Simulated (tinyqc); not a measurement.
Inside a calculation. Method: Hubbard ring of 6 sites. Computed by tinyqc, a small Python program that keeps every step. Settings: hopping = 0.94, U = 1.9, mixing = 1, iteration cap = 59. Command: `OMP_NUM_THREADS=1 python tinyqc.py 27807 27808 out.jsonl` (the two numbers bound the seeds that draw the settings). One thread of a shared host (Intel(R) Xeon(R) Processor @ 2.60GHz), about 0.4 s of CPU time with the checks.

one-body matrix (hopping and site energies) (eV), order 1, 2, 3, 4, 5, 6:
```
[[0.000000, -0.940000, 0.000000, 0.000000, 0.000000, -0.940000],
 [-0.940000, 0.000000, -0.940000, 0.000000, 0.000000, 0.000000],
 [0.000000, -0.940000, 0.000000, -0.940000, 0.000000, 0.000000],
 [0.000000, 0.000000, -0.940000, 0.000000, -0.940000, 0.000000],
 [0.000000, 0.000000, 0.000000, -0.940000, 0.000000, -0.940000],
 [-0.940000, 0.000000, 0.000000, 0.000000, -0.940000, 0.000000]]
```

U = 1.900000 eV

electrons, up and down: [3, 3]

n(up) at the start (a guess, not normalised): [0.550000, 0.450000, 0.550000, 0.450000, 0.550000, 0.450000]

n(down) at the start (a guess): [0.450000, 0.550000, 0.450000, 0.550000, 0.450000, 0.550000]

Each step fills the lowest levels of T + U n(other spin) and sets n(new) = n + mixing (n(out) - n); stop when output and input agree to 1e-8.

Course of the cycle:
```
iteration       E (eV)  largest |n(out) - n(in)|  mean |n_up - n_down|
1          -4.66619352                  8.07e-03              0.083857
2          -4.66732716                  6.72e-03              0.070410
3          -4.66811759                  5.62e-03              0.059172
4          -4.66867149                  4.71e-03              0.049759
5          -4.66906103                  3.95e-03              0.041862
6          -4.66933566                  3.32e-03              0.035229
7          -4.66952962                  2.79e-03              0.029654
8          -4.66966678                  2.34e-03              0.024965
9          -4.66976386                  1.97e-03              0.021020
10         -4.66983261                  1.66e-03              0.017699
11         -4.66988132                  1.40e-03              0.014904
...                ...                       ...                   ...
49         -4.67000000                  2.04e-06              0.000022
50         -4.67000000                  1.72e-06              0.000018
51         -4.67000000                  1.45e-06              0.000015
52         -4.67000000                  1.22e-06              0.000013
53         -4.67000000                  1.03e-06              0.000011
54         -4.67000000                  8.66e-07              0.000009
55         -4.67000000                  7.30e-07              0.000008
56         -4.67000000                  6.14e-07              0.000007
57         -4.67000000                  5.17e-07              0.000006
58         -4.67000000                  4.36e-07              4.65e-06
59         -4.67000000                  3.67e-07              3.92e-06
```

Can the last value be used, and what does the course show?

Not by the stop rule, although the second column moves by less than 1e-07 over the last three steps. Not converged within 59 iterations: the residual falls steadily but slowly, by a factor of about 0.84 a step. The lowest mean-field energy found from random starts is -4.67000 eV. Reruns (cap 100 unless said): mixing 0.2: not converged; mixing 0.5: not converged; mixing 0.9: converged in 90 (E = -4.67000); the original settings with a cap of 400: converged in 80 (E = -4.67000).
